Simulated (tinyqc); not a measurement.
RKS/PBE in the sto-3g basis, for H3+, spin multiplicity 1, step by step. One step of it, computed by the program tinyqc.

Question. Iteration 2: diagonalisation and new density. Diagonalise F' = X^T F X, C = X C', fill 1 alpha and 1 beta electrons from the bottom; D = 2 C_occ C_occ^T. Each column has its largest component positive (the first on a tie).

Kohn-Sham matrix F (hartree), lower triangle:
```
           1H 1s      2H 1s      3H 1s
1H 1s  -0.697024
2H 1s  -0.524555  -0.686924
3H 1s  -0.524955  -0.401687  -0.686924
```

X, lower triangle:
```
           1H 1s      2H 1s     3H 1s
1H 1s   1.181730
2H 1s  -0.247111   1.121865
3H 1s  -0.247416  -0.122271  1.122046
```

Give: F' = X^T F X; orbital energies; coefficients C; D after iteration 2.

Answer.

F' = X^T F X (hartree), lower triangle:
```
         1        2        3
1  -0.4932
2  -0.2111  -0.5481
3  -0.2115  -0.1064  -0.5478
```

orbital energies (hartree): MO1 -0.8833, MO2 -0.4416, MO3 -0.2642

coefficients C:
```
          MO1      MO2      MO3
1H 1s  0.4411  -0.0016   1.1507
2H 1s  0.4107   0.8808  -0.6246
3H 1s  0.4108  -0.8788  -0.6277
```

D after iteration 2, lower triangle:
```
        1H 1s   2H 1s   3H 1s
1H 1s  0.3891
2H 1s  0.3623  0.3373
3H 1s  0.3624  0.3375  0.3376
```
